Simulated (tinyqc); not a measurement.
Trap in a gate oxide as a short-range spherical well, step by step. Values are carried at full precision from step to step, so a last printed digit may differ when a step is redone from the rounded ones.

A spherical well of radius R and depth V0 below the conduction edge, one mass m, c = hbar^2/2m0. The s level at binding Et solves k cot(k R) = -kappa with k = sqrt(m (V0 - Et)/c), kappa = sqrt(m Et/c); it exists for V0 > Vc = c (pi/2R)^2/m. Outside, psi falls as exp(-kappa r)/r.

Constants: hbar^2/2m0 = 3.80998211 eV angstrom^2; fine-structure constant alpha = 0.007297352564; hc = 1239.841984 eV nm; kB = 8.617333262e-05 eV/K.

Inputs chosen for the exercise (near those of SiO2 on Si; shifted at random, so the results belong to these values and not to a real crystal):
```
symbol  value  unit       meaning
R       4.3    angstrom   radius of the well
V0      4.66   eV         depth of the well
m       0.431  m0         mass
n_r     1.42              refractive index
dEc     3.17   eV         conduction offset to the channel
Fox     5.9    MV/cm      oxide field, lowering levels away from the channel
t0      6.4    x 1e-11 s  time constant at the interface
T       400    K          temperature
EF      -0.03  eV         Fermi level above the channel edge
x       14     angstrom   depth of the trap
```

## The bound level

Solve for Et; the share outside is [sin^2(kR)/(2 kappa)]/[sin^2(kR)/(2 kappa) + R/2 - sin(2kR)/(4k)].

Et = 2.1109 eV
k = 0.5370 1/angstrom
kappa = 0.4887 1/angstrom
share outside = 0.176
Vc = 1.180 eV

The well is 3.95 times the critical depth. Since dEt/dV0 equals the share inside, 0.82, a 1 % change of V0 moves Et by 1.8 %. The decay length is 2.0 angstrom, 0.5 times R.

## Peak of the photo-ionisation cross-section

Lucovsky model (delta well, plane-wave final states, no local-field factor): sigma = (32 pi alpha c/(3 n_r m Et)) (x - 1)^(3/2)/x^3, x = h nu/Et, c = hbar^2/2m0; 1 angstrom^2 = 1e-16 cm^2.

The maximum lies at x = 2. Give the photon energy, its wavelength and sigma there.

h nu = 4.222 eV
wavelength = 294 nm
sigma = 9.01 x 1e-18 cm^2

With 18 % of the state outside the well the delta-well form is only a rough model of this centre.

## Level, tunnelling time and occupation

Energies from the conduction edge of the channel. The trap level at depth x is E_T = dEc - Et - e Fox x (1 MV/cm = 0.01 eV/angstrom). An electron at the channel edge tunnels with the WKB exponent S = (4/3) sqrt(m/c) [dEc^(3/2) - (dEc - e Fox x)^(3/2)]/(e Fox), c = hbar^2/2m0; tau = t0 exp(S); the occupation is f = 1/(1 + exp((E_T - EF)/kB T)), tau_c = tau/f and tau_e = tau/(1 - f). Lattice relaxation is left out; a level below the channel edge needs phonons as well, so tau is then a lower bound, while a level above it can also empty elastically at its own energy, through a thinner barrier, faster than this tau.

Give E_T, S, tau and ln(tau_c/tau_e) = (E_T - EF)/kB T.

E_T = 0.233 eV
S = 15.622
tau = 0.000390 s
ln(tau_c/tau_e) = 7.6

The level lies 8 kB T above EF, so the trap is mostly empty. A flat barrier would give S = 2 sqrt(m dEc/c) x = 16.77.

## Checks

- Et from the radial equation on a grid against the matching condition, eV: both 2.11.

Program tinyqc; command `OMP_NUM_THREADS=1 python tinyqc.py 1251021 1251022 out.jsonl`; about 0.01 s on one thread of a shared Intel(R) Xeon(R) Processor @ 2.30GHz.
